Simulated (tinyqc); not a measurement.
What grading buys: minority-electron transport through the base of a bipolar transistor (Moll-Ross and Kroemer integrals). Computed by tinyqc, a small Python program. Command: `OMP_NUM_THREADS=1 python tinyqc.py 3002843 3002844 out.jsonl base walk`. One thread of a shared host (Intel(R) Xeon(R) Processor @ 2.30GHz), about 0.01 s of CPU time with the checks.

Low injection, one dimension, x from the emitter edge (0) to the collector edge (W), s = x/W. Recombination is treated as a small correction (valid for tau_B well below tau_n), computed from the stored charge.

Inputs (values chosen for the exercise, modelled on SiGe): base doping at the emitter edge N_0 = 8e+18 1/cm^3; base width W = 340 nm; mu_min = 200 cm^2/(V s); mu_max = 1130 cm^2/(V s); N_ref = 8.2e+16 1/cm^3; saturation velocity v_s = 0.71 1e7 cm/s; temperature T = 300 K; doping ratio N_0/N(W) = 19.

Base doping profile: exponential. Gap grading: linear. Exit of the base: infinite sink.

Constants: k_B = 8.617333262e-05 eV/K.

Method. N(x) = N_0 (ratio)^(-s); n_i(x)^2 = n_i^2 exp(s dE_g/k_B T); D(x) = (k_B T/e) mu, mu = mu_min + (mu_max - mu_min)/(1 + (N/N_ref)^0.7). With y(x) = N n_i^2/(D n_i(x)^2): base Gummel number G_B = int_0^W y dx; J_C = e n_i^2 exp(e V_BE/k_B T)/G_B; n(x) = (J_C/e)(n_i(x)^2/(N n_i^2)) [int_x^W y dx]; transit time tau_B = (e/J_C) int n dx; trapezoid rule on 401 even points.

The same base with other gradings:
```
dE_g (meV)  dE_g/k_B T  G_B (s/cm^4)  J_C gain  tau_B (ps)  speed gain
0                0.000    1.2750e+13    1.0000      32.587      1.0000
25               0.967    1.0163e+13    1.2545      27.341      1.1919
50               1.934    8.3971e+12    1.5183      23.460      1.3891
75               2.901    7.1331e+12    1.7874      20.498      1.5898
100              3.868    6.1912e+12    2.0593      18.176      1.7929
150              5.802    4.8902e+12    2.6072      14.789      2.2034
200              7.736    4.0379e+12    3.1575      12.451      2.6173
300             11.605    2.9924e+12    4.2606       9.446      3.4497
```

At 100 meV J_C rises by a factor 2.06 and the transit is 1.79 times faster; at 300 meV the factors are 4.26 and 3.45. For a uniform base without exit term both tend to be linear in dE_g/k_B T, J_C as x/(1 - exp(-x)) and the speed as x/2.
